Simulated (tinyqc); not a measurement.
Inside a calculation. Method: Luttinger-Kohn k.p, four valence bands. One step of it, computed by the program tinyqc.

Question. Hole masses. E = c [g1 k^2 -/+ 2 sqrt(g2^2 k^4 + 3 (g3^2 - g2^2)(kx^2 ky^2 + ky^2 kz^2 + kz^2 kx^2))] with c = hbar^2/2m, and m* = hbar^2 k^2 / (2 E).

Luttinger parameters chosen for this model; energies are counted downward from the top of the valence band:
```
parameter      value  unit
g1         13.710000
g2          4.310000
g3          6.440000
```

Give: Masses.

Answer.

Masses (electron masses):
```
direction   heavy   light
[100]      0.1965  0.0448
[110]      0.5708  0.0390
[111]      1.2048  0.0376
```
